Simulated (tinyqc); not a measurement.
Jacobi rotations on a symmetric matrix, step by step. One step of it, computed by the program tinyqc.

Question. Jacobi rotation 2. Take the largest off-diagonal element A_pq; tan 2 theta = 2 A_pq / (A_qq - A_pp) with |theta| <= pi/4; A' = J^T A J with J_pp = J_qq = cos, J_pq = sin, J_qp = -sin.

A':
```
           1          2          3          4          5          6
1   0.448457   0.000000  -0.126239   0.072901   0.005512  -0.045953
2   0.000000   1.570543  -0.211669  -0.022237  -0.158662  -0.283580
3  -0.126239  -0.211669   2.245000  -0.071000   0.181000   0.085000
4   0.072901  -0.022237  -0.071000   2.566000   0.009000   0.232000
5   0.005512  -0.158662   0.181000   0.009000   2.781000   0.112000
6  -0.045953  -0.283580   0.085000   0.232000   0.112000   3.280000
```

Give: p, q, theta; A'.

Answer.

p, q, theta (rad): 2.000  6.000  -0.160

A':
```
        1       2       3       4       5       6
1   0.448  -0.007  -0.126   0.073   0.006  -0.045
2  -0.007   1.525  -0.195   0.015  -0.139   0.000
3  -0.126  -0.195   2.245  -0.071   0.181   0.118
4   0.073   0.015  -0.071   2.566   0.009   0.233
5   0.006  -0.139   0.181   0.009   2.781   0.136
6  -0.045   0.000   0.118   0.233   0.136   3.326
```
